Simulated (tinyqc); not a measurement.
# Undoped symmetric double-gate MOSFET, analytic potential model: transfer curve and volume inversion

An undoped body of thickness ts between two equal insulators and tied gates; long channel, electrons only, n = ni exp((psi - V)/Vt) with V the quasi-Fermi potential (0 at the source, Vd at the drain), constant mobility, no quantisation. Across the body psi(x) = V - 2 Vt ln[(ts/(2 beta)) sqrt(q ni/(2 eps0 eps_r Vt)) cos(2 beta x/ts)], x from the centre. Q is the electron charge per area of the whole body.

ni = sqrt(Nc Nv) exp(-Eg/(2 Vt)), Eg in volts; r = eps_r tox/(eox ts); V0 = dphi + 2 Vt ln[(2/ts) sqrt(2 eps0 eps_r Vt/(q ni))]. beta (between 0 and pi/2) solves (Vg - V0 - V)/(2 Vt) = ln(beta) - ln(cos beta) + 2 r beta tan(beta). Q = 8 eps0 eps_r Vt beta tan(beta)/ts; I = mu (1/L)(4 eps0 eps_r/ts)(2 Vt)^2 [g(beta_s) - g(beta_d)] per width, g = beta tan(beta) - beta^2/2 + r beta^2 tan^2(beta), with beta_s at V = 0 and beta_d at V = Vd. The drop is psi(surface) - psi(centre) at the source end; C = dQs/dVg, Cg = 2 eps0 eox/tox; gm = dI/dVg.

Values chosen for this exercise; material values close to those of silicon:
```
symbol    value        unit                                             meaning
T           300           K                                         temperature
Eg         1.13          eV                                            band gap
eps_r      11.6                      relative permittivity of the semiconductor
Nc      2.76e19       cm^-3              conduction-band density of states at T
Nv       2.6e19       cm^-3                 valence-band density of states at T
eox        9.14                     relative permittivity of the gate insulator
tox         2.4          nm                                 insulator thickness
ts            6          nm                                      body thickness
dphi      -0.14           V  gate work function less that of the intrinsic body
mu          330  cm^2/(V s)                                    channel mobility
L             1          um                                         gate length
Vd          0.3           V                                       drain voltage
```

Constants: q = 1.602176634e-19 C, kB = 1.380649e-23 J/K, Vt = kB T/q, eps0 = 8.8541878128e-14 F/cm where lengths are in cm. Results are converted to the units shown.

Transfer curve and volume inversion:
```
Vg (V)	Qs (nC/cm^2)	drop (mV)	C/Cg	I (uA/um)	gm/I (1/V)
0.07	0.002799	2.044e-4	1.606e-5	2.388e-5	38.68
0.18	0.1969	0.01438	0.001128	0.001681	38.65
0.29	12.62	0.9164	0.06608	0.1129	36.91
0.41	241.7	15.82	0.5065	3.885	20.53
0.52	702.7	38.37	0.7066	20.58	11.26
0.63	1265	57.75	0.7987	55.63	7.229
0.74	1878	73.25	0.8500	106.2	4.741
0.86	2581	86.85	0.8842	170.1	3.263
0.97	3245	97.12	0.9048	232.7	2.498
```

The current rises from 2.39e-5 to 233 uA/um. In the first row gm/I is 38.7 1/V, within 0.01 % of 1/Vt: with no depletion charge the whole body follows the gate, and the swing is ideal. The drop between surface and centre goes from 2.0e-4 to 97.1 mV and passes Vt at Vg = 0.52 V among the rows; below that the density varies across the body by less than a factor of e (volume inversion). C reaches 0.90 of Cg in the last row. For Vg = 0.52 to 0.97 V the surface density at the source passes 0.3 Nc, where Boltzmann statistics fail. In every row the body is thin enough for quantum confinement, left out here, to raise the threshold.

Computed by the program tinyqc: `OMP_NUM_THREADS=1 python tinyqc.py 2440121 2440122 out.jsonl`, one thread of a shared Intel Xeon 2.30GHz, about 0.03 s for the whole run.
